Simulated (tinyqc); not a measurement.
Inside a calculation. Model: Stillinger-Weber potential for a tetrahedral semiconductor. Computed by tinyqc, a small Python program that keeps every step. Command: `OMP_NUM_THREADS=1 python tinyqc.py 3009181 3009182 out.jsonl swsi walk`. One thread of a shared host (Intel(R) Xeon(R) Processor @ 2.30GHz), about 0.03 s of CPU time with the checks. Intermediate numbers are printed to about 6 digits and carried at full precision; extremes and crossings named in words are read from the listed rows.

With x = r/sigma: pair term eps A (B x^-4 - 1) exp(1/(x - a)); for each pair of neighbours j, k of atom i, three-body term eps lambda exp(gamma/(x_ij - a) + gamma/(x_ik - a)) (cos theta_jik + 1/3)^2; both vanish beyond x = a. A = 7.049556277, B = 0.6022245584, a = 1.8.

Inputs (values chosen for the exercise, modelled on silicon):

| quantity | value | unit |
|---|---|---|
| energy scale eps | 2.287 | eV |
| length scale sigma | 2.114 | angstrom |
| three-body strength lambda | 23 | - |
| gamma | 1.2 | - |
| bond 1 of the trimer | 2.56 | angstrom |
| bond 2 of the trimer | 2.47 | angstrom |
| angle of the trimer theta | 93.5 | degrees |

displacement of one atom (angstrom): -0.034  0.056  0.066

Constants: 1 eV/angstrom^3 = 160.2176634 GPa.

## A trimer

Atom 1 binds atoms 2 and 3 at the angle theta; the third side follows from the cosine rule. Sum the three pair terms and the three-body terms centred on each atom.

distance 2-3 = 3.66422 angstrom

pair terms (eV): 1-2 -2.12533, 1-3 -2.24035, 2-3 0.00000

three-body term at atom 1 = 0.0760563 eV

three-body terms at atoms 2 and 3 = 2.53767e-07 eV

energy of the trimer = -4.28963 eV

The cut-off is 3.805 angstrom, so atoms 2 and 3 lie just inside it, where the terms are already negligible.

## The diamond lattice

All angles are tetrahedral, so only the pair term acts; its minimum lies at x = 2^(1/6) with depth eps, and second neighbours lie beyond the cut-off. a0 = 4 d/sqrt3; E = -2 eps per atom.

bond length d = 2.37288 angstrom

lattice constant a0 = 5.47994 angstrom

energy per atom = -4.574 eV

## Elastic constants and internal strain

Second derivatives of the energy per atom, volume a0^3/8: e_xx gives C11, e_xx = -e_yy gives 2 (C11 - C12), e_xy = e_yx = h/2 gives the unrelaxed C44(0). Under that shear the second sublattice shifts by u_z; minimising over u_z gives C44 = C44(0) - E_hu^2/(E_uu V) and Kleinman's zeta = |E_hu/E_uu|/(a0/4). The optical force constant is k = 4 E_uu, with M omega^2 = k at the zone centre.

C11 = 160.358 GPa

C12 = 76.0184 GPa

unrelaxed C44(0) = 113.503 GPa

C44 = 62.0156 GPa

internal strain zeta = 0.602966

optical force constant k = 38.7496 eV/angstrom^2

Internal relaxation lowers C44 by 45 %. zeta = 1 would keep all bond lengths equal under shear and 0 would move atoms with the lattice; the value here is 0.60. Caution: the original fit to silicon is too soft in shear (C44) and too stiff for the optical mode.

## One atom displaced in the eight-atom cell

Cubic cell of side a0 with periodic images; atoms 1 to 4 at (0,0,0), (0,1/2,1/2), (1/2,0,1/2), (1/2,1/2,0), atoms 5 to 8 shifted by (1/4,1/4,1/4). Atom 5 is moved by u. Forces are minus the gradient of the total energy.

bond lengths from atom 5 to atoms 1 to 4 (angstrom): 2.42494  2.28294  2.38851  2.39996

rise of the pair energy = 0.0655911 eV

three-body energy = 0.0189697 eV

forces (eV/angstrom):
```
               x         y         z
atom 5   0.74190  -1.11325  -1.29056
atom 1   0.16592   0.35047   0.36807
atom 2  -0.59338   0.63141   0.64992
atom 3  -0.14306   0.18027   0.06422
atom 4  -0.19813  -0.01023   0.25300
```

Bond bending carries 22 % of the energy rise. The four neighbours take up a total force of 1.924 against 1.859 eV/angstrom on atom 5; the difference acts on atoms 6 to 8.

## Diamond against structures with more neighbours

Each structure is relaxed in its neighbour distance d (lowest minimum for d between sigma and 1.7 sigma), with all neighbours inside the cut-off, second shells too where they fall inside.

Energies per atom (eV):

| structure | first neighbours | d (angstrom) | pair | three-body | total | volume (angstrom^3) |
|---|---|---|---|---|---|---|
| diamond | 4 | 2.37288 | -4.57400 | 0.00000 | -4.57400 | 20.5702 |
| simple cubic | 6 | 2.65556 | -5.83050 | 1.69955 | -4.13095 | 18.7270 |
| bcc | 8 | 2.85300 | -6.42454 | 2.36673 | -4.05780 | 17.8766 |
| fcc | 12 | 2.97726 | -6.37564 | 2.44734 | -3.92830 | 18.6611 |

The order is diamond < simple cubic < bcc < fcc, the lowest two 0.443 eV apart. Against diamond the pair energy changes by -1.26 (simple cubic), -1.85 (bcc), -1.80 (fcc) eV, while angles away from 109.47 degrees cost 1.70, 2.37, 2.45 eV; the bonds stretch to 2.98 angstrom in fcc to weaken that penalty.

Checks made by the program: lattice sum at a0 (relative difference below 1e-10); B from the pair term alone, phi''(d)/(3 a0), against (C11 + 2 C12)/3 (relative difference 5e-07).
